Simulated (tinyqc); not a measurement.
Screening length from the swing.

Inverse problem. In a simple model of a Schottky-barrier transistor a barrier thinner than d = 3.9 nm is transparent, so the effective barrier is pn - psi (1 - exp(-d/lam)) and the swing beyond flat band is Vt ln 10/(1 - exp(-d/lam)). Find the thermionic swing, lam, and the effective barrier at psi = 0.2 V.

Inputs (values chosen for the exercise):
- T = 300 K (temperature)
- pn = 0.45 eV (barrier for electrons at both contacts)

Constants: q = 1.602176634e-19 C, kB = 1.380649e-23 J/K, Vt = kB T/q. Results are converted to the units shown.

swing in the tunnelling range = 70.538811 mV/decade

Solution. The ratio of the two swings is 1 - exp(-d/lam).

Vt ln 10 = 59.5 mV/decade
lam = 2.10 nm
effective barrier = 0.281 eV

Computed by the program tinyqc: `OMP_NUM_THREADS=1 python tinyqc.py 2390007 2390008 out.jsonl`, one thread of a shared Intel Xeon 2.30GHz, about 0.2 s for the whole run.
